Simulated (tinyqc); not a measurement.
Wannier functions of a composite (isolated) pair of valence bands (bonds of an sp chain), step by step. Values are carried at full precision from step to step, so a last printed digit may differ when a step is redone from the rounded ones.

Each atom has a hybrid pointing left (<) and right (>). H(k): diagonal +V3 on A, -V3 on B; <A<|A>> = -V1a, <B<|B>> = -V1b, <A>|B<> = -V2, <B>|A<> = -V2p exp(ik); k in 1/a, Bloch sums with exp(ikR). The two lowest bands are filled. Trial functions in cell 0: g1 = cos(c) A> + sin(c) B<, and g2 = sin(c) B> + cos(c) A< of cell 1, whose Bloch vector has cos(c) exp(-ik) on A<. Projection A_mn = <psi_m|g_n>, S = A^+ A, Loewdin U = A S^(-1/2), Bloch-like states w_n = sum_m psi_m U_mn, H_W(k) = U^+ diag(E) U. P = sum_m |psi_m><psi_m| is free of phase choices, and S = g^+ P g, w = P g S^(-1/2).

Values chosen for the exercise:
- V2 = 3.51 eV (coupling in the bond A-B inside the cell)
- V2p = 2.9 eV (coupling in the bond to the next cell)
- V1a = 0.89 eV (coupling of the two hybrids on A)
- V1b = 1.55 eV (the same on B)
- V3 = 0 eV (A at +V3, B at -V3)
- j = 3 (mesh point, k = 2 pi j/N)
- N = 4 (k points)
- c = 55 degrees (trial bonds cos(c) on A, sin(c) on B)
- xb = 0.53 a (position of B (A at 0))

## H at one mesh point

Fill in the matrix.

H(k) (eV), lower triangle (Hermitian):
```
         A<       A>       B<  B>
A<        0
A>  -0.8900        0
B<        0  -3.5100        0
B>  2.9000i        0  -1.5500   0
```

## Levels and the projector on the filled bands

Diagonalise; P = sum over the two lowest states of |psi><psi|.

levels (eV): -4.2536  -2.4149  2.4149  4.2536

P, lower triangle (Hermitian):
```
                 A<              A>              B<      B>
A<           0.5000
A>   0.0823+0.1152i          0.5000
B<                0  0.4786+0.0292i          0.5000
B>  -0.0353-0.4782i               0  0.1252+0.0661i  0.5000
```

The filled states put 2.000 electrons on A and 2.000 on B at this k.

## Loewdin orthogonalisation

The trial vectors are the columns g1 = (0, cos c, sin c, 0), g2 = (cos c exp(-ik), 0, 0, sin c), k = 2 pi j/N. Form S = g^+ P g, its eigenvalues, S^(-1/2), and w = P g S^(-1/2).

S:
```
                1               2
1          0.9498  0.0461-0.0173i
2  0.0461+0.0173i          0.9494
```

eigenvalues of S: 0.9003  0.9988

S^(-1/2):
```
                 1                2
1           1.0271  -0.0250+0.0094i
2  -0.0250-0.0094i           1.0273
```

w:
```
                 1                2
A<  0.0556-0.0845i  -0.0303+0.6992i
A>  0.6994-0.0251i  -0.0846+0.0555i
B<  0.6996+0.0176i   0.0881-0.0497i
B>  0.0881+0.0497i   0.6995-0.0212i
```

The combinations of the trial bonds that diagonalise S lie 90.0 to 99.9 % inside the filled space; an eigenvalue near zero would mark a poor choice.

## The Hamiltonian in the new basis

H_W = w^+ H w; its eigenvalues must be the two filled levels.

H_W(k) (eV):
```
               1              2
1         -3.639  -0.755-0.427i
2  -0.755+0.427i         -3.029
```

eigenvalues (eV): -4.254  -2.415

## Hoppings between the Wannier functions

H_mn(R) = (1/N) sum_k exp(-ikR) H_W,mn(k), the coupling of function m in cell 0 to function n in cell R.

H(R) (eV):

| R | 11 | 12 | 21 | 22 |
|---|---|---|---|---|
| -1 | 0.0519 | -0.4362 | -0.0088 | 0.0519 |
| 0 | -3.6349 | -0.7648 | -0.7648 | -3.0249 |
| 1 | 0.0519 | -0.0088 | -0.4362 | 0.0519 |
| 2 | 0.0043 | -0.0102 | -0.0102 | 0.0043 |

The bond levels are -3.635 and -3.025 eV, against -sqrt(V2^2 + V3^2) = -3.510 and -2.900 for isolated bonds. Neighbouring bonds couple by -0.765 eV through B; the bond-orbital estimate is -V1b (1 + ap)/2 = -0.775 with the mean V2 in ap = V3/sqrt(V2^2 + V3^2).

## The functions in real space

w_n(R) = (1/N) sum_k exp(ikR) w_n(k); point-like hybrids at R (A) and R + xb (B) give centres and spreads.

Function 1:

| R | A< | A> | B< | B> |
|---|---|---|---|---|
| -1 | 0.0012 | 0.0152 | -0.0061 | -0.0478 |
| 0 | 0.0507 | 0.7001 | 0.7002 | 0.0851 |
| 1 | -0.0833 | -0.0099 | 0.0115 | 0.0020 |
| 2 | -0.0049 | 0.0007 | 0.0006 | -0.0030 |

centres (a): 1 0.2697, 2 0.7604

spreads (a^2): 1 0.0753, 2 0.0610

Function 1 has 98.0 % of its weight on the two hybrids of its bond. Its centre lies +0.0047 a from the middle of the bond.

## Checks

- Eigenvalues of H_W against the filled levels: they agree to 1e-10 or better.
- W^+ w against the unit matrix: they agree to 1e-10 or better.

(tinyqc, `OMP_NUM_THREADS=1 python tinyqc.py 1482402 1482403 out.jsonl`, Intel(R) Xeon(R) Processor @ 2.30GHz, 1 thread, shared host, about 0.2 s.)
